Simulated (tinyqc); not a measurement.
Off-state leakage of single and stacked transistors: two steps of the calculation.

n-channel devices of unit width. Subthreshold current I(Vg, Vs, Vd) = I0 (T/300 K)^0.5 exp[(Vg - Vs - VT(T) - gb (Vs - Vb) + dd (Vd - Vs))/(nf Vt)] (1 - exp(-(Vd - Vs)/Vt)), VT(T) = VT - cT (T - 300 K). Gate-edge tunnelling Ig (Vd/1 V) exp(ag (Vd - 1 V)), for a gate at 0 V, and band-to-band leakage Ab u exp(-Bb/u), u = Vd - Vb + 1 V, flow at a drain held at V; both are taken as independent of T. In a stack of off transistors (all gates at 0 V) the same subthreshold current passes through each.

Parameters, values chosen for the exercise; values of the order met in bulk silicon logic transistors: temperature T = 300 K; supply voltage V = 1 V; threshold at 300 K, zero drain and body bias VT = 0.3 V; fall of the threshold with temperature cT = 0.5 mV/K; current at threshold at 300 K I0 = 0.22 uA/um; slope factor nf = 1.48; drain-induced lowering per volt dd = 0.08; rise of the threshold per volt of source-body bias gb = 0.09; gate-edge tunnelling current at 1 V Ig = 5e-5 uA/um; exponential slope of the gate current ag = 3.7 1/V; prefactor of band-to-band leakage at the drain Ab = 30 uA/(um V); its exponential voltage Bb = 18 V; body voltage Vb = -0.3 V.

Constants: q = 1.602176634e-19 C, kB = 1.380649e-23 J/K, Vt = kB T/q. Results are converted to the units shown.

Question 1. Leakage of one transistor. Vg = Vs = 0, Vd = V; effective threshold VT(T) - gb Vb - dd V.

Wanted: effective threshold; parts; total; shares.

Answer 1.

effective threshold = 0.2470 V
parts (nA/um): subthreshold 0.3458, gate edge 0.05000, band-to-band 27.54
total = 27.94 nA/um
shares (%): subthreshold 1.237, gate edge 0.1790, band-to-band 98.58

The band-to-band part is the largest.

Question 2. New Vx. Stack of two, Vx the node between them: I_low = I(0, 0, Vx), I_up = I(0, Vx, V), f = ln(I_up/I_low), f' = -(1 + gb + 2 dd)/(nf Vt) - 1/(Vt (exp(Vx/Vt) - 1)) - 1/(Vt (exp((V - Vx)/Vt) - 1)), Vx(new) = Vx - f/f'.

Vx at the start = 0.064 V

Wanted: I_low; I_up; f; f'; Vx after iteration 1.

Answer 2.

I_low = 0.04474 nA/um
I_up = 0.04884 nA/um
f = 0.08786
f' = -36.22 1/V
Vx after iteration 1 = 0.06643 V

Numbers from tinyqc (`OMP_NUM_THREADS=1 python tinyqc.py 2242112 2242113 out.jsonl`; about 0.04 s on one thread of a shared Intel Xeon 2.30GHz).
